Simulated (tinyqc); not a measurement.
Inside a calculation. Method: plane-wave Kohn-Sham cycle with exchange-only LDA in a layered model solid. One step of it, computed by the program tinyqc.

Problem. Iteration 2: Hamiltonian at one k. H(m,m') = (k + G_m)^2/2 delta + V(G_m - G_m'), with V(-G) = V(G).

A solid whose potential varies along x alone (atomic units):
```
parameter                      value
period a                    7.200000
cross-section of the cell  18.000000
electrons per cell                 4
grid points                       16
plane waves -n..n, n               2
k points                           1
V1 in V1 cos(2 pi x/a)     -0.700000
```

V(G_m), m = 0, 1, 2, ... (hartree): -0.293407  -0.195874  0.004609  0.000536  -0.000424

k = 0.000000 2 pi / a

Give: H.

Solution.

H (hartree):
```
         -2       -1       +0       +1       +2
-2   1.2297  -0.1959   0.0046   0.0005  -0.0004
-1  -0.1959   0.0874  -0.1959   0.0046   0.0005
+0   0.0046  -0.1959  -0.2934  -0.1959   0.0046
+1   0.0005   0.0046  -0.1959   0.0874  -0.1959
+2  -0.0004   0.0005   0.0046  -0.1959   1.2297
```
